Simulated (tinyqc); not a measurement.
# Traps spread exponentially in energy

For traps of total density Nt spread as exp(-E/kB Tc) below the band edge, with l = Tc/T: J = q mu Nc [eps0 eps_r l/(q Nt (l + 1))]^l [(2 l + 1)/(l + 1)]^(l + 1) V^(l + 1)/L^(2 l + 1). It needs trapped charge far above free charge, so only rows below a fifth of the trap-free current (9/8) eps0 eps_r mu V^2/L^3 are listed.

Values chosen for this exercise:
```
symbol    value        unit                 meaning
eps_r      23.4               relative permittivity
mu      0.00014  cm^2/(V s)                mobility
L           220          nm               thickness
Nc       1.3e19       cm^-3  band density of states
Nt       1.1e18       cm^-3            trap density
V           7.4           V                 voltage
```

Constants: q = 1.602176634e-19 C, eps0 = 8.8541878128e-14 F/cm where lengths are in cm. Results are converted to the units shown.

Result of one run:
```
l,exponent of V,exponent of 1/L,J (A/cm^2)
7.3,8.3000,15.600,0.026187
```

What becomes of these results when the ratio Tc/T l is changed from 7.3 to 8.2, all else the same?

Result of the changed run:
```
l,exponent of V,exponent of 1/L,J (A/cm^2)
8.2,9.2000,17.400,0.010378
```

The whole series:
```
l,exponent of V,exponent of 1/L,J (A/cm^2)
5.7,6.7000,12.400,0.13620
6.5,7.5000,14.000,0.059682
7.3,8.3000,15.600,0.026187
8.2,9.2000,17.400,0.010378
9,10.000,19.000,0.0045618
```

J falls from 0.136 to 0.00456 A/cm^2 at V = 7.4 V, well below q Nt L^2/(2 eps0 eps_r) = 20.6 V, near which the curves for different l come together. A slope above 2 on a log-log plot gives l, and its change with temperature tests the model.

Computed by the program tinyqc: `OMP_NUM_THREADS=1 python tinyqc.py 2370026 2370027 out.jsonl`, one thread of a shared Intel Xeon 2.30GHz, about 0.01 s for the whole run.
